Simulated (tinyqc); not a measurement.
Punch-through p+-n junction, ionisation integral and breakdown: two steps of the calculation.

A p+ layer at x < 0 and an n drift layer from x = 0 to L on an n+ substrate. Depletion approximation, built-in voltage neglected. Local ionisation coefficients alpha_n = an exp(-(bn/E)^mx), alpha_p = ap exp(-(bp/E)^mx). Electrons move towards +x, holes towards x = 0.

Parameters, values chosen for the exercise; material values close to those of silicon: relative permittivity eps_r = 11.6; prefactor of the electron ionisation coefficient an = 6.64e5 1/cm; field constant for electrons bn = 1.26e6 V/cm; prefactor of the hole ionisation coefficient ap = 1.6e6 1/cm; field constant for holes bp = 2.04e6 V/cm; exponent mx = 1; donor density of the drift layer N = 3.9e15 cm^-3; thickness of the drift layer L = 2.7 um; reverse voltage V = 45.8 V; share of the depleted width that the grid covers fr = 1.

Constants: q = 1.602176634e-19 C, eps0 = 8.8541878128e-14 F/cm where lengths are in cm. Results are converted to the units shown.

Problem 1. Field and ionisation coefficients on a grid. W = sqrt(2 eps0 eps_r V/(q N)), peak field E0 = q N W/(eps0 eps_r), falling linearly to 0 at W; if W > L the layer is punched through: W = L, E0 = V/L + q N L/(2 eps0 eps_r), falling linearly to E1 = V/L - q N L/(2 eps0 eps_r). Grid: 12 equal steps from 0 to fr W.

Wanted: W; x; E; alpha_n; alpha_p.

Solution 1.

W = 2.7000 um

| point | x (um) | E (kV/cm) | alpha_n (1/cm) | alpha_p (1/cm) |
|---|---|---|---|---|
| 0 | 0.0000 | 251.76 | 4452.7 | 484.22 |
| 1 | 0.2250 | 238.07 | 3339.3 | 303.89 |
| 2 | 0.4500 | 224.38 | 2417.9 | 180.17 |
| 3 | 0.6750 | 210.69 | 1678.8 | 99.809 |
| 4 | 0.9000 | 197.01 | 1108.0 | 50.933 |
| 5 | 1.1250 | 183.32 | 687.27 | 23.507 |
| 6 | 1.3500 | 169.63 | 394.69 | 9.5765 |
| 7 | 1.5750 | 155.94 | 205.63 | 3.3323 |
| 8 | 1.8000 | 142.25 | 94.498 | 0.94635 |
| 9 | 2.0250 | 128.56 | 36.801 | 0.20556 |
| 10 | 2.2500 | 114.88 | 11.447 | 0.031032 |
| 11 | 2.4750 | 101.19 | 2.5960 | 0.0028088 |
| 12 | 2.7000 | 87.500 | 0.37008 | 1.1990e-4 |

Problem 2. Ionisation integrals by the trapezoid rule. G(x) = integral from 0 to x of (alpha_n - alpha_p); I_n = integral of alpha_n exp(-G) (electrons injected at x = 0), I_p = integral of alpha_p exp(G(end) - G) (holes injected at the far edge); M = 1/(1 - I). All integrals by the trapezoid rule on the grid.

| point | x (um) | alpha_n (1/cm) | alpha_p (1/cm) |
|---|---|---|---|
| 0 | 0.0000000 | 4452.6935 | 484.22441 |
| 1 | 0.2250000 | 3339.2651 | 303.88636 |
| 2 | 0.4500000 | 2417.8610 | 180.17273 |
| 3 | 0.6750000 | 1678.7742 | 99.808770 |
| 4 | 0.9000000 | 1107.9904 | 50.933250 |
| 5 | 1.1250000 | 687.27478 | 23.507251 |
| 6 | 1.3500000 | 394.68573 | 9.5765109 |
| 7 | 1.5750000 | 205.62897 | 3.3323166 |
| 8 | 1.8000000 | 94.497751 | 0.94635493 |
| 9 | 2.0250000 | 36.800724 | 0.20556475 |
| 10 | 2.2500000 | 11.446849 | 0.031032416 |
| 11 | 2.4750000 | 2.5959669 | 0.0028088120 |
| 12 | 2.7000000 | 0.37008203 | 1.1989650e-4 |

Wanted: G; alpha_n exp(-G); I_n; I_p; M_n; M_p.

Solution 2.

| point | G | alpha_n exp(-G) (1e3 1/cm) |
|---|---|---|
| 0 | 0.0000 | 4.453 |
| 1 | 0.0788 | 3.086 |
| 2 | 0.1381 | 2.106 |
| 3 | 0.1811 | 1.401 |
| 4 | 0.2107 | 0.897 |
| 5 | 0.2301 | 0.546 |
| 6 | 0.2419 | 0.310 |
| 7 | 0.2485 | 0.160 |
| 8 | 0.2518 | 0.073 |
| 9 | 0.2533 | 0.029 |
| 10 | 0.2538 | 0.009 |
| 11 | 0.2540 | 0.002 |
| 12 | 0.2540 | 0.000 |

I_n = 0.2440
I_p = 0.02420
M_n = 1.323
M_p = 1.025

Program tinyqc, `OMP_NUM_THREADS=1 python tinyqc.py 2120062 2120063 out.jsonl`; Intel Xeon 2.30GHz, shared host, one thread, about 0.07 s.
